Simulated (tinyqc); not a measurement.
Single-photon avalanche diode, trigger probability and counting: two steps of the calculation.

A multiplication layer of width W with the uniform field V/W; alpha = an exp(-bn/E) for electrons, beta = ap exp(-bp/E) for holes (local model, no dead space). a = alpha W, b = beta W. Electrons enter at x = 0, holes at x = W. P0 is the probability that an electron entering at 0 starts a lasting avalanche, PW the same for a hole entering at W.

Values chosen for this exercise; ionisation coefficients close to those of indium phosphide:
```
symbol,value,unit,meaning
Vx,6.3,V,excess bias
eta,0.47,,probability that a photon makes a pair that enters the layer
Gd,4600,1/s,thermal generation rate in the layer
td,100,ns,dead time
Cd,81,fF,diode capacitance
Rq,100,kohm,quench resistance
pa,6.9e-8,,trapping probability per avalanche carrier
tt,48,ns,trap release time
nph,3e6,1/s,photon rate
```

Constants: q = 1.602176634e-19 C. Results are converted to the units shown.

Question 1. Trigger probability by substitution. PW = P0 exp(b - a)/(1 - P0 + P0 exp(b - a)); P0(new) = 1 - (1 - PW)^(a/b).

P0 at the start = 0.5
a = 1.2200703
b = 2.3435045

Give: PW; P0 after iteration 1.

Answer 1.

PW = 0.75463
P0 after iteration 1 = 0.51879

Question 2. Detection, dark counts, afterpulses and dead-time loss. Pm is the mean trigger probability of pairs made evenly in the layer. PDP = eta P0; dark counts Gd Pm; avalanche charge Cd Vx/q; afterpulse probability pa (Cd Vx/q) exp(-td/tt) Pm; true rate n = nph PDP + dark counts; measured n/(1 + n td) (non-paralysable) or n exp(-n td) (paralysable); recharge time Rq Cd.

P0 = 0.57297326
Pm = 0.69742591

Find: PDP; dark counts; avalanche charge; afterpulse probability; true rate; measured, non-paralysable; measured, paralysable; recharge time.

Answer 2.

PDP = 0.26930
dark counts = 3208.2 1/s
avalanche charge = 3.1850e6 electrons
afterpulse probability = 1.9085 %
true rate = 8.1110e5 1/s
measured, non-paralysable = 7.5025e5 1/s
measured, paralysable = 7.4791e5 1/s
recharge time = 8.1000 ns

Dead time hides 7.5 % of the events in the first model and 7.8 % in the second.

Computed by the program tinyqc: `OMP_NUM_THREADS=1 python tinyqc.py 2630027 2630028 out.jsonl`, one thread of a shared Intel Xeon 2.30GHz, about 0.01 s for the whole run.
